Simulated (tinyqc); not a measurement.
# Radius from the resistance

Problem. Two half-spaces of a free-electron metal (one valley, spin 2) meet through a circular opening of radius a in an insulating sheet. kF = (3 pi^2 n)^(1/3), resistivity rho = hbar kF/(n q^2 l). Maxwell: RM = rho/(2 a); Sharvin: RS = 4 rho l/(3 pi a^2); interpolation R = RS + gamma RM, gamma = (1 + 0.83 K)/(1 + 1.33 K), K = l/a. Find a.

Values chosen for this exercise:
- n = 5e20 cm^-3 (free-electron density)
- l = 52 nm (mean free path)

Constants: q = 1.602176634e-19 C, hbar = 1.054571817e-34 J s. Results are converted to the units shown.

R = 20.692686 ohm

Solution. R falls steadily as a grows, so there is one root, found by bisection.

a = 24.00 nm
K = 2.167

Program tinyqc, `OMP_NUM_THREADS=1 python tinyqc.py 2760051 2760052 out.jsonl`; Intel Xeon 2.30GHz, shared host, one thread, about 0.01 s.
